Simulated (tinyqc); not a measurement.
Worked calculation: hydrogen passivation and dissociation of interface defects with a spread of activation energies. Computed by tinyqc, a small Python program that keeps every step. Command: `OMP_NUM_THREADS=1 python tinyqc.py 3020086 3020087 out.jsonl passivation walk`. One thread of a shared host (Intel(R) Xeon(R) Processor @ 2.30GHz), about 0.01 s of CPU time with the checks. Intermediate numbers are printed to about 7 digits and carried at full precision; extremes and crossings named in words are read from the listed rows.

All defects start passivated and lose hydrogen by HP -> P + H; no hydrogen is supplied. Activation energies are normally distributed.

Inputs (values chosen for the exercise, for a model interface):
```
quantity                        value   unit
defect density N_0            5.1e+11  cm^-2
mean dissociation energy E_d     2.67     eV
spread s_d                      0.049     eV
prefactor k_d0                7.8e+12    1/s
anneal temperature T              840      K
anneal time t                    2000      s
```

Ambient: vacuum.

Constants: k_B = 8.617333262e-05 eV/K.

## Sites at the mean energies

b = k_d0 exp(-E_d/k_B T); the active share of one kind of site is 1 - exp(-b t).

dissociation rate b = 7.461045e-04 1/s

active share, single energy = 0.7751246

## A five-point average

Gauss-Hermite nodes for a unit normal variable, z = 0, +/-1.355626, +/-2.856970 with weights 0.533333, 0.222076, 0.011257; the energy is E_d + s_d z.

Nodes:
```
z            weight  energy (eV)   rate (1/s)  active share
-2.856970  0.011257     2.530008  0.005160739     0.9999671
-1.355626  0.222076     2.603574  0.001867825     0.9761423
0.000000   0.533333     2.670000  0.000746104     0.7751246
1.355626   0.222076     2.736426  0.000298032     0.4490242
2.856970   0.011257     2.809992  0.000107867     0.1940499
```

active share, five points = 0.7433359

## Average over the spread

Full average: z from -5 to 5 in steps of 0.125 with normalised weights exp(-z^2/2), energy = mean + spread x z.

active share = 0.7434387

active defects = 3.791537e+11 cm^-2

The spread changes the active share from 0.775 to 0.743.

## Isochronal anneals

The formulas are those given above.

Same time, other temperatures:
```
T (K)       b (1/s)  active share, single energy  active share, spread
700    4.665956e-07                 9.327560e-04          1.296307e-03
750    8.922453e-06                 1.768663e-02          2.329602e-02
800    1.179872e-04                 2.101991e-01          2.433921e-01
850    1.151495e-03                 9.000404e-01          8.501665e-01
900    8.724743e-03                 1.000000e+00          9.992329e-01
950    5.341526e-02                 1.000000e+00          1.000000e+00
1000   2.728267e-01                 1.000000e+00          1.000000e+00
1050   1.193050e+00                 1.000000e+00          1.000000e+00
1100   4.562244e+00                 1.000000e+00          1.000000e+00
```

Hydrogen is lost over a window: solving the same formulas, the share goes from 10 to 90 % within 77 K with the spread and 66 K without, since weakly bound sites go early and strongly bound ones late; half is lost near 822 K, where k_B T ln(k_d0 t) is about E_d.

## Isothermal kinetics

Times are decades about 1/b of the mean site. The last column is the part of the change still to come; rows stop once it is below 1e-5.

Against time:
```
t (s)  active share, single energy  active share, spread  unreacted part
1                     7.458262e-04          9.375182e-04       0.9990625
10                    7.433280e-03          9.313085e-03       0.9906869
100                   7.189504e-02          8.736098e-02       0.9126390
1000                  5.257898e-01          5.377728e-01       0.4622272
10000                 9.994249e-01          9.847018e-01       0.0152982
```

A single energy finishes within about two decades of time. With the spread the unreacted part is 0.99 at 10 s and still 0.015 at 10000 s, where one energy leaves 5.8e-4: a width of s/k_B T = 0.68 in ln(rate) stretches the decay only mildly.

Checks made by the program: the average on a grid twice as fine (relative difference 2e-08).
